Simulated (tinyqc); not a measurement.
# Fermi-level pinning at a metal contact (Cowley-Sze model): what changes with what

Interface states of density Ds lie behind a thin layer of thickness dl. Neglecting the depletion charge, the barrier for electrons is phi = S (pM - chi) + (1 - S) E0 with S = 1/(1 + q Ds dl/(eps0 ei)); the barrier for holes is Eg - phi.

Values chosen for this exercise; material values close to those of gallium nitride:
- Eg = 3.4 eV (band gap)
- chi = 4.1 eV (electron affinity)
- Ds = 5e13 cm^-2 eV^-1 (density of interface states)
- E0 = 2.17 eV (depth of their neutrality level below the conduction edge)
- dl = 0.49 nm (thickness of the interface layer)
- ei = 1.6 (its relative permittivity)
- pM = 4.52 eV (metal work function)

Constants: q = 1.602176634e-19 C, eps0 = 8.8541878128e-14 F/cm where lengths are in cm. Results are converted to the units shown.

Each table varies one quantity; the others keep the values above.

## Barrier against work function

phi is listed beside the Schottky-Mott value pM - chi.

Barrier against work function:
```
pM (eV),pM - chi (eV),phi (eV)
3.4,-0.7000,1.409
3.7,-0.4000,1.488
4,-0.1000,1.568
4.3,0.2000,1.648
4.6,0.5000,1.727
4.9,0.8000,1.807
5.2,1.100,1.886
5.5,1.400,1.966
5.8,1.700,2.045
```

What does the comparison show?

phi rises with slope S = 0.265, by 0.636 eV over 2.40 eV of work function, and equals the Schottky-Mott value at pM = chi + E0 = 6.27 eV.

## Unpinning by a thin insulator

Same model as above.

An inserted insulator of thickness t and permittivity 8.4 damps the metal-induced states, Ds(t) = Ds exp(-t/0.32 nm), and adds t/8.4 to dl/ei.

Unpinning by a thin insulator:
```
t (nm),Ds(t) (cm^-2 eV^-1),S,phi (eV)
0,5.0000e13,0.26519,1.7059
0.3,1.9580e13,0.45216,1.3787
0.6,7.6677e12,0.65616,1.0217
0.9,3.0027e12,0.81658,0.74098
1.2,1.1759e12,0.91277,0.57264
1.5,4.6048e11,0.96117,0.48795
1.8,1.8033e11,0.98330,0.44923
2.1,7.0618e10,0.99294,0.43235
2.4,2.7654e10,0.99705,0.42517
```

S rises from 0.265 to 0.997, and phi falls from 1.71 to 0.425 eV, towards pM - chi = 0.420 eV. The insulator also adds a tunnelling resistance, which is not counted here and sets a best thickness.

tinyqc, about 0.01 s, one thread, Intel Xeon 2.30GHz (shared host): `OMP_NUM_THREADS=1 python tinyqc.py 2430016 2430017 out.jsonl`
